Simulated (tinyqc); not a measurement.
From results back to parameters: thin-film optics by transfer matrices. Four cases, with inputs chosen for the exercise.

Problem. A bare substrate in air: with rho = tan(Psi) exp(i Delta), Delta = 180 degrees at small angles on a dielectric, conj(eps) = sin^2(theta) [1 + tan^2(theta) ((1 - rho)/(1 + rho))^2], and n + i k = sqrt(eps).

Case 1.

Values chosen (out of a larger set: indices near those of Si3N4, SiO2 on W; not measured data): lam = 248 nm (vacuum wavelength); theta_e = 60 degrees (angle of the ellipsometer).

Psi = 30.9623 degrees
Delta = 153.4648 degrees

Case 2.

Values chosen (out of a larger set: indices near those of resist, ARC on Si; not measured data): lam = 633 nm (vacuum wavelength); theta_e = 70 degrees (angle of the ellipsometer).

Psi = 10.6095 degrees
Delta = 179.1532 degrees

Case 3.

Values chosen (out of a larger set: indices near those of polySi, SiO2 on Si; not measured data): lam = 633 nm (vacuum wavelength); theta_e = 75 degrees (angle of the ellipsometer).

Psi = 1.5807 degrees
Delta = 174.3709 degrees

Case 4.

Values chosen (out of a larger set: indices near those of resist on Si; not measured data): lam = 193 nm (vacuum wavelength); theta_e = 65 degrees (angle of the ellipsometer).

Psi = 37.7669 degrees
Delta = 116.0916 degrees

Find: rho; eps; n; k.

Solution. Form rho, insert it, conjugate, and take the root with k >= 0.

Case 1.

rho = -0.5368+0.2680i
eps = 4.10+18.82i
n = 3.418
k = 2.753

Case 2.

rho = -0.1873+0.0028i
eps = 15.11+0.16i
n = 3.887
k = 0.021

Case 3.

rho = -0.0275+0.0027i
eps = 15.44+0.16i
n = 3.929
k = 0.020

Case 4.

rho = -0.3407+0.6958i
eps = -7.13+4.98i
n = 0.885
k = 2.813

Computed by tinyqc, one run a case: `OMP_NUM_THREADS=1 python tinyqc.py N N+1 out.jsonl` with N = 1680585, 1680588, 1680667, 1680668; one thread of a shared Intel(R) Xeon(R) Processor @ 2.30GHz, about 0.01 s a run at most.
